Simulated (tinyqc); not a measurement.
MOSFET with velocity saturation and source resistance: one step of the calculation.

Strong inversion, charge Q = Cox (Vg - m V) at channel potential V with Vg the gate overdrive, and drift velocity v = mu E/(1 + mu E/vsat). Integrating along the channel gives I = mu Cox (1/L)(Vg Vd - m Vd^2/2)/(1 + Vd/Vc) per width, Vc = vsat L/mu, which peaks at Vdsat. Units: I in uA/um, Rs in ohm um, so the drop over Rs is 1e-6 I Rs volts.

Task. Saturation without source resistance. Vg = Vgs - VT (0 if negative), mu = mu0/(1 + th Vg), Vc = vsat L/mu, x = sqrt(1 + 2 Vg/(m Vc)), Vdsat = 2 Vg/(m (1 + x)), Isat = Cox vsat Vg (x - 1)/(x + 1) per width. Long-channel limit: mu Cox Vg^2/(2 m L); short-channel limit: Cox vsat Vg.

Values chosen for this exercise:
```
symbol  value        unit                       meaning
Cox      1.04     uF/cm^2              gate capacitance
mu0       560  cm^2/(V s)  mobility at low gate voltage
th        0.4         1/V          mobility degradation
vsat    1.1e7        cm/s           saturation velocity
m        1.05                               body factor
VT       0.36           V                     threshold
L        0.07          um                channel length
Vgs       2.5           V                  gate voltage
```

Wanted: Vg; mu; Vc; Vdsat; Isat; long-channel limit; short-channel limit.

Result.

Vg = 2.1400 V
mu = 301.72 cm^2/(V s)
Vc = 0.25520 V
Vdsat = 0.79617 V
Isat = 1491.8 uA/um
long-channel limit = 9775.8 uA/um
short-channel limit = 2448.2 uA/um

Range of the model: At this length velocity overshoot and near-ballistic transport, left out here, matter.

Numbers from tinyqc (`OMP_NUM_THREADS=1 python tinyqc.py 2500004 2500005 out.jsonl`; about 0.01 s on one thread of a shared Intel Xeon 2.30GHz).
